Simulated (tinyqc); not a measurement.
Screening unbinds the donor: static screening by free carriers.

kF = (3 pi^2 n/Mv)^(1/3), EF = c kF^2/m with c = hbar^2/2m0, n in 1/angstrom^3 (1e-24 per 1/cm^3), e2 = e^2/(4 pi eps0). Thomas-Fermi: qTF^2 = 6 pi e2 n/(eps EF). Debye: qD^2 = 4 pi e2 n/(eps kB T).

F_j(eta) = (1/Gamma(j + 1)) integral_0^infinity x^j dx/(1 + exp(x - eta)), which tends to exp(eta) for eta << 0.

At finite T: qs^2 = qD^2 F_-1/2(eta)/F_1/2(eta), where n = Mv N F_1/2(eta) and N = 2 (m kB T/(4 pi c))^(3/2) with c = hbar^2/2m0, in 1/angstrom^3; times 1e24 for 1/cm^3.

Donor in the screened potential -(e2/eps) exp(-qs r)/r with the trial function exp(-r/a): E(a) = c/(m a^2) - (e2/eps) 4/(a (2 + qs a)^2), e2 = e^2/(4 pi eps0), c = hbar^2/2m0; isotropic mass.

Constants: hbar^2/2m0 = 3.80998211 eV angstrom^2; e^2/(4 pi eps0) = 14.39964547 eV angstrom; kB = 8.617333262e-05 eV/K; a0 (Bohr radius) = 0.5291772105 angstrom.

Inputs chosen for the exercise (near those of GaAs; shifted at random, so the results belong to these values and not to a real crystal): m = 0.0666 m0 (mass of one isotropic valley); Mv = 1 (valleys); eps = 13 (background dielectric constant); T = 77 K.

All carriers n are taken as free and screen with qs(T); E(a) is minimised over a; a dash marks no bound state. aB = a0 eps/m.

Donor level:
```
n (1/cm^3)  n^(1/3) aB  qs aB  E (meV)   a/aB
7.0e+12          0.020  0.013    -5.23  1.000
6.0e+13          0.040  0.037    -4.98  1.001
3.0e+14          0.069  0.082    -4.54  1.005
9.0e+14          0.100  0.142    -3.99  1.013
2.0e+15          0.130  0.210    -3.42  1.027
6.0e+15          0.188  0.360    -2.36  1.076
2.0e+16          0.280  0.631    -0.98  1.238
4.0e+16          0.353  0.847    -0.29  1.510
```

aB = 103.3 angstrom

The level rises from -5.23 meV at the lowest density to -0.29 meV at 4e+16 1/cm^3, against -5.36 meV unscreened. It stays bound over this range. This trial function loses binding at qs aB = 1 and the exact Yukawa problem at 1.19; the Mott rule of thumb is n^(1/3) aB = 0.26, which the last bound row of this table passes: the rule belongs to low temperature, and thermal carriers screen more weakly.

Computed by tinyqc, a small Python program: `OMP_NUM_THREADS=1 python tinyqc.py 1681776 1681777 out.jsonl` (the numbers bound the seed that draws the inputs); one thread of a shared host (Intel(R) Xeon(R) Processor @ 2.30GHz), about 0.01 s for the whole set of steps.
